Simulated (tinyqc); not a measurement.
Inside a calculation: electrons shared among three sets of ellipsoidal valleys. Values are carried at full precision from step to step, so a last printed digit may differ when a step is redone from the rounded ones.

Constants: hbar^2/2m0 = 3.80998211 eV angstrom^2; kB = 8.617333262e-05 eV/K.

Inputs chosen for the exercise (masses and offsets near those of Ge; mobilities are free inputs, held fixed; shifted at random, so the results belong to these values and not to a real crystal): ml = (1.549, 0.042, 0.881) m0 (longitudinal masses of L, Gamma, Delta); mt = (0.0852, 0.042, 0.2002) m0 (transverse masses); M = (4, 1, 6) (valleys in each set); T = 400 K; dE = (0, 0.142, 0.202) eV (edges of L, Gamma, Delta above the first); n = 7.5e+16 1/cm^3 (total electron density); mu = (4100, 23000, 1300) cm^2/(V s) (mobility of each set).

## Masses of each set

One valley: m_d = (ml mt^2)^(1/3). Whole set: m_de = M^(2/3) m_d. Mean over three axes: 1/m_c = (1/ml + 2/mt)/3. Anisotropy K = ml/mt.

m_d, m_de, m_c (m0) and K of each set:
```
set       m_d    m_de     m_c      K
L      0.2240  0.5645  0.1244  18.18
Gamma  0.0420  0.0420  0.0420   1.00
Delta  0.3281  1.0833  0.2697   4.40
```

m_de/m_c is 4.54 for L, 1.00 for Gamma, 4.02 for Delta: many anisotropic valleys give many states at a light conductivity mass. m_c is the mean over three axes; a set that holds only some of the equivalent valleys conducts with a mass that depends on direction.

## Effective densities of states

N_i = M_i times N = 2 (m kB T/(4 pi c))^(3/2) with c = hbar^2/2m0, in 1/angstrom^3; times 1e24 for 1/cm^3, with m = (ml mt^2)^(1/3).

kT = 0.034469 eV

N_i (1/cm^3): L 1.6387e+19, Gamma 3.3255e+17, Delta 4.3560e+19

## Fermi level and populations

F_j(eta) = (1/Gamma(j + 1)) integral_0^infinity x^j dx/(1 + exp(x - eta)), which tends to exp(eta) for eta << 0.

Solve n = sum_i N_i F_1/2((EF - dE_i)/kT), energies from the edge of the first set.

EF = -0.1859 eV

eta_i: L -5.39, Gamma -9.51, Delta -11.25

n_i (1/cm^3): L 7.44e+16, Gamma 2.46e+13, Delta 5.65e+14

shares: L 0.9921, Gamma 0.0003, Delta 0.0075

L holds most electrons (99.2 %). Boltzmann weights N_i exp(-dE_i/kT) would give Gamma a share of 0.0003.

## Drift and Hall mobility of the mixture

With f_i the shares, mu_drift = sum f_i mu_i; low-field Hall mobility mu_H = sum f_i mu_i^2/mu_drift (scattering and anisotropy factors set to 1); the Hall density is n mu_drift/mu_H; rho = 1/(e n mu_drift), e = 1.602176634e-19 C.

mu_drift = 4085 cm^2/(V s)
mu_H = 4128 cm^2/(V s)
Hall density = 7.42e+16 1/cm^3
rho = 0.0204 ohm cm

A Hall measurement would read 99.0 % of the true density.

## Checks

- Share of Gamma at n = 1e10 1/cm^3 against the Boltzmann weight: both 0.0003272.

tinyqc: `OMP_NUM_THREADS=1 python tinyqc.py 1681545 1681546 out.jsonl`; about 0.01 s, one thread, shared Intel(R) Xeon(R) Processor @ 2.30GHz.
